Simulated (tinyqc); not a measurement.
Inside a calculation. Method: empirical pseudopotential in a few plane waves. Computed by tinyqc, a small Python program that keeps every step. Settings: plane-wave index or count = 15. Command: `OMP_NUM_THREADS=1 python tinyqc.py 30774 30775 out.jsonl` (the two numbers bound the seeds that draw the settings). One thread of a shared host (Intel(R) Xeon(R) Processor @ 2.60GHz), about 0.2 s of CPU time with the checks.

## Bloch Hamiltonian at k

Parameters chosen for this model: fcc lattice, atoms at +/- a/8 (1,1,1); form factors in rydberg at |G|^2 in units of (2 pi/a)^2:

| parameter | value | unit |
|---|---|---|
| a | 6.060000 | angstrom |
| VS(3) | -0.192000 | Ry |
| VS(8) | 0.012000 | Ry |
| VS(11) | 0.058000 | Ry |
| VA(3) | 0.070000 | Ry |
| VA(4) | 0.063000 | Ry |
| VA(11) | 0.016000 | Ry |
| hbar^2/2m (2 pi/a)^2 | 4.095787 | eV |

k point k (2 pi / a): 0.0700  -0.1500  -0.3500

Basis: the 15 shortest G (labels in 2 pi/a), the same at every k. H(G,G') = c |k + G|^2 delta + VS(|G-G'|^2) cos((G-G').tau) + i VA sin((G-G').tau), tau = a/8 (1,1,1); 1 Ry = 13.605693 eV.

H(k) at k (eV):
```
                 +0+0+0           -1-1-1           -1-1+1           -1+1-1
+0+0+0           0.6140   1.8472+0.6734i  -1.8472+0.6734i  -1.8472+0.6734i
-1-1-1   1.8472-0.6734i          16.4237   0.0000-0.8572i   0.0000-0.8572i
-1-1+1  -1.8472-0.6734i   0.0000+0.8572i          10.6896           0.1633
-1+1-1  -1.8472-0.6734i   0.0000+0.8572i           0.1633          13.9662
-1+1+1  -1.8472+0.6734i          -0.1633   0.0000+0.8572i   0.0000+0.8572i
+1-1-1  -1.8472-0.6734i   0.0000+0.8572i           0.1633           0.1633
+1-1+1  -1.8472+0.6734i          -0.1633   0.0000+0.8572i           0.0000
+1+1-1  -1.8472+0.6734i          -0.1633           0.0000   0.0000+0.8572i
+1+1+1   1.8472+0.6734i           0.0000          -0.1633          -0.1633
-2+0+0   0.0000-0.8572i  -1.8472+0.6734i  -1.8472-0.6734i  -1.8472-0.6734i
+0-2+0   0.0000-0.8572i  -1.8472+0.6734i  -1.8472-0.6734i   0.5580-0.1539i
+0+0-2   0.0000-0.8572i  -1.8472+0.6734i   0.5580-0.1539i  -1.8472-0.6734i
+0+0+2   0.0000+0.8572i  -0.5580-0.1539i   1.8472+0.6734i  -0.5580+0.1539i
+0+2+0   0.0000+0.8572i  -0.5580-0.1539i  -0.5580+0.1539i   1.8472+0.6734i
+2+0+0   0.0000+0.8572i  -0.5580-0.1539i  -0.5580+0.1539i  -0.5580+0.1539i

                 -1+1+1           +1-1-1           +1-1+1           +1+1-1
+0+0+0  -1.8472-0.6734i  -1.8472+0.6734i  -1.8472-0.6734i  -1.8472-0.6734i
-1-1-1          -0.1633   0.0000-0.8572i          -0.1633          -0.1633
-1-1+1   0.0000-0.8572i           0.1633   0.0000-0.8572i           0.0000
-1+1-1   0.0000-0.8572i           0.1633           0.0000   0.0000-0.8572i
-1+1+1           8.2321           0.0000           0.1633           0.1633
+1-1-1           0.0000          17.5705   0.0000-0.8572i   0.0000-0.8572i
+1-1+1           0.1633   0.0000+0.8572i          11.8364           0.1633
+1+1-1           0.1633   0.0000+0.8572i           0.1633          15.1130
+1+1+1   0.0000+0.8572i          -0.1633   0.0000+0.8572i   0.0000+0.8572i
-2+0+0   1.8472-0.6734i   0.5580-0.1539i  -0.5580-0.1539i  -0.5580-0.1539i
+0-2+0  -0.5580-0.1539i  -1.8472-0.6734i   1.8472-0.6734i  -0.5580-0.1539i
+0+0-2  -0.5580-0.1539i  -1.8472-0.6734i  -0.5580-0.1539i   1.8472-0.6734i
+0+0+2  -1.8472+0.6734i  -0.5580+0.1539i  -1.8472+0.6734i   0.5580+0.1539i
+0+2+0  -1.8472+0.6734i  -0.5580+0.1539i   0.5580+0.1539i  -1.8472+0.6734i
+2+0+0   0.5580+0.1539i   1.8472+0.6734i  -1.8472+0.6734i  -1.8472+0.6734i

                 +1+1+1           -2+0+0           +0-2+0           +0+0-2
+0+0+0   1.8472-0.6734i   0.0000+0.8572i   0.0000+0.8572i   0.0000+0.8572i
-1-1-1           0.0000  -1.8472-0.6734i  -1.8472-0.6734i  -1.8472-0.6734i
-1-1+1          -0.1633  -1.8472+0.6734i  -1.8472+0.6734i   0.5580+0.1539i
-1+1-1          -0.1633  -1.8472+0.6734i   0.5580+0.1539i  -1.8472+0.6734i
-1+1+1   0.0000-0.8572i   1.8472+0.6734i  -0.5580+0.1539i  -0.5580+0.1539i
+1-1-1          -0.1633   0.5580+0.1539i  -1.8472+0.6734i  -1.8472+0.6734i
+1-1+1   0.0000-0.8572i  -0.5580+0.1539i   1.8472+0.6734i  -0.5580+0.1539i
+1+1-1   0.0000-0.8572i  -0.5580+0.1539i  -0.5580+0.1539i   1.8472+0.6734i
+1+1+1           9.3789  -0.5580-0.1539i  -0.5580-0.1539i  -0.5580-0.1539i
-2+0+0  -0.5580+0.1539i          15.8503           0.1633           0.1633
+0-2+0  -0.5580+0.1539i           0.1633          19.4546           0.1633
+0+0-2  -0.5580+0.1539i           0.1633           0.1633          22.7312
+0+0+2  -1.8472-0.6734i          -0.1633          -0.1633           0.0000
+0+2+0  -1.8472-0.6734i          -0.1633           0.0000          -0.1633
+2+0+0  -1.8472-0.6734i           0.0000          -0.1633          -0.1633

                 +0+0+2           +0+2+0           +2+0+0
+0+0+0   0.0000-0.8572i   0.0000-0.8572i   0.0000-0.8572i
-1-1-1  -0.5580+0.1539i  -0.5580+0.1539i  -0.5580+0.1539i
-1-1+1   1.8472-0.6734i  -0.5580-0.1539i  -0.5580-0.1539i
-1+1-1  -0.5580-0.1539i   1.8472-0.6734i  -0.5580-0.1539i
-1+1+1  -1.8472-0.6734i  -1.8472-0.6734i   0.5580-0.1539i
+1-1-1  -0.5580-0.1539i  -0.5580-0.1539i   1.8472-0.6734i
+1-1+1  -1.8472-0.6734i   0.5580-0.1539i  -1.8472-0.6734i
+1+1-1   0.5580-0.1539i  -1.8472-0.6734i  -1.8472-0.6734i
+1+1+1  -1.8472+0.6734i  -1.8472+0.6734i  -1.8472+0.6734i
-2+0+0          -0.1633          -0.1633           0.0000
+0-2+0          -0.1633           0.0000          -0.1633
+0+0-2           0.0000          -0.1633          -0.1633
+0+0+2          11.2630           0.1633           0.1633
+0+2+0           0.1633          14.5396           0.1633
+2+0+0           0.1633           0.1633          18.1439
```

## Levels at k

Diagonalise the Hermitian matrix.

eigenvalues (eV): -2.6545  6.1091  7.7293  8.0404  11.4399  12.1719  13.6164  13.7274  14.9723  16.4481  17.9547  18.7805  20.8735  21.7710  24.8271

## Bands along a path

The same steps at evenly spaced points between the labelled ones.

Bands along the path (eV), lowest eight:

| k | band 1 | band 2 | band 3 | band 4 | band 5 | band 6 | band 7 | band 8 |
|---|---|---|---|---|---|---|---|---|
| L | -1.5718 | 3.4879 | 8.0291 | 8.0291 | 10.3515 | 13.0591 | 13.0591 | 15.4523 |
| L-G 0.25 | -2.0346 | 4.1643 | 8.0031 | 8.0031 | 10.3903 | 13.0547 | 13.0547 | 15.5323 |
| L-G 0.50 | -2.5616 | 5.5035 | 8.1605 | 8.1605 | 10.6635 | 13.1379 | 13.1379 | 14.1778 |
| L-G 0.75 | -2.9362 | 7.1923 | 8.4028 | 8.4028 | 10.6992 | 12.7101 | 12.8282 | 12.8282 |
| G | -3.0688 | 8.5313 | 8.5313 | 8.5313 | 9.8310 | 12.5633 | 12.5633 | 12.5633 |
| G-X 0.25 | -2.8918 | 7.1792 | 8.1343 | 8.1343 | 11.2184 | 11.9195 | 13.2977 | 13.2977 |
| G-X 0.50 | -2.3888 | 5.5738 | 7.4728 | 7.4728 | 10.7264 | 11.9625 | 14.7497 | 14.9494 |
| G-X 0.75 | -1.6717 | 4.2491 | 7.0403 | 7.0403 | 10.0457 | 10.9860 | 17.0005 | 17.0005 |
| X | -1.0456 | 3.5169 | 6.9982 | 6.9982 | 9.8231 | 10.6591 | 19.3308 | 19.3308 |

With 4 band(s) filled, the highest filled level on these points lies at G and the lowest empty one at X: a gap of 1.2917 eV, indirect. This holds for the small fixed basis; with all plane waves up to |k + G|^2 = 21 (2 pi/a)^2 the gap along the path is 1.55 eV.

## Convergence with the number of plane waves

Levels at G counted from the fourth one.

Levels (eV):

| plane waves | level 1 | level 5 | level 8 |
|---|---|---|---|
| 9 | -13.6046 | 0.7897 | 1.7143 |
| 15 | -11.6001 | 1.2997 | 4.0320 |
| 27 | -10.8412 | 1.5439 | 4.2923 |
| 51 | -10.6513 | 1.5092 | 4.4631 |
| 59 | -10.6473 | 1.5346 | 4.3109 |
| 65 | -10.6477 | 1.5355 | 4.2826 |
| 89 | -10.6366 | 1.5383 | 4.2918 |
